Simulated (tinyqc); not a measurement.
# One rectangular barrier with mass mismatch, transfer matrices: what changes with what

One electron of energy E comes from the left lead (band edge 0); no transverse momentum. Parabolic bands, masses in units of m0, C = hbar^2/(2 m0); psi and psi'/m are continuous at every interface. The right lead equals the left one.

Parameters, values chosen for the exercise; masses and offsets close to those of silicon wells and oxide barriers: mass in the left lead mL = 0.26 m0; barrier height U1 = 3.1 eV; barrier mass m1 = 0.49 m0; barrier width d1 = 0.3 nm; electron energy E = 3.908 eV.

Constants: q = 1.602176634e-19 C, hbar = 1.054571817e-34 J s, m0 = 9.1093837015e-31 kg, hbar^2/(2 m0) = 0.0380998212 eV nm^2. Results are converted to the units shown.

Each table varies one quantity; the others keep the values above.

## Transmission against energy

For the pair (psi, psi'/m) a flat layer has M = [[cos kd, (m/k) sin kd], [-(k/m) sin kd, cos kd]] with k = sqrt(m (E - U)/C) above its edge U, and M = [[cosh Kd, (m/K) sinh Kd], [(K/m) sinh Kd, cosh Kd]] with K = sqrt(m (U - E)/C) below it. The matrices are multiplied with later layers to the left. With M acting on (psi, psi'/m) and v = k/m in each lead, T(E) = 4 vL vR/[(vL vR M12 - M21)^2 + (vR M11 + vL M22)^2]. The last column is exp(-2 sum K d) over the layers with U > E.

Transmission against energy:
```
E (eV)	T(E)	exp(-2 sum K d)
0.248	0.051182	0.026415
0.733	0.12770	0.036500
1.217	0.18712	0.052201
1.702	0.23831	0.078540
2.187	0.28557	0.12796
2.672	0.33134	0.24471
3.156	0.37697	1.0000
3.641	0.42350	1.0000
4.126	0.47124	1.0000
4.611	0.52030	1.0000
5.095	0.57037	1.0000
5.58	0.62125	1.0000
```

T(E) runs from 0.0512 at 0.248 eV to 0.621 at 5.58 eV; among the rows its largest value is 0.621 at 5.58 eV. Below the barrier the ratio to exp(-2Kd) lies between 1.35 and 3.58: that is the prefactor which WKB sets to 1. Above the barrier T(E) is as low as 0.377 in these rows: both interfaces reflect, and the reflections cancel only where k d is a multiple of pi. In every row a layer is thinner than 0.8 nm, a few atomic planes, where an effective mass is a rough description.

## Effect of the barrier mass and of the matching rule

The second column matches psi and psi' without the mass (every m outside k and K set to 1), which is not the envelope-function rule when the masses differ.

Effect of the barrier mass and of the matching rule:
```
m1 (m0)	T(E), psi'/m matched	T(E), psi' matched	ratio
0.11	0.97450	0.68229	0.70014
0.15	0.93052	0.70290	0.75538
0.2	0.85698	0.72831	0.84985
0.26	0.75809	0.75809	1.0000
0.35	0.61718	0.80075	1.2974
0.46	0.48000	0.84855	1.7678
0.62	0.34646	0.90726	2.6187
0.82	0.24994	0.95985	3.8403
```

With psi'/m matched, T(E) falls from 0.974 to 0.250. The other rule gives 0.700 times that in the first row and 3.84 times in the last; the two rules coincide at m1 = mL = 0.26. In every row a layer is thinner than 0.8 nm, a few atomic planes, where an effective mass is a rough description.

Range of the model: Masses are held fixed, although real bands cease to be parabolic a few tenths of an eV from their edges (inside a barrier too).

Program tinyqc, `OMP_NUM_THREADS=1 python tinyqc.py 2560110 2560111 out.jsonl`; Intel Xeon 2.30GHz, shared host, one thread, about 0.01 s.
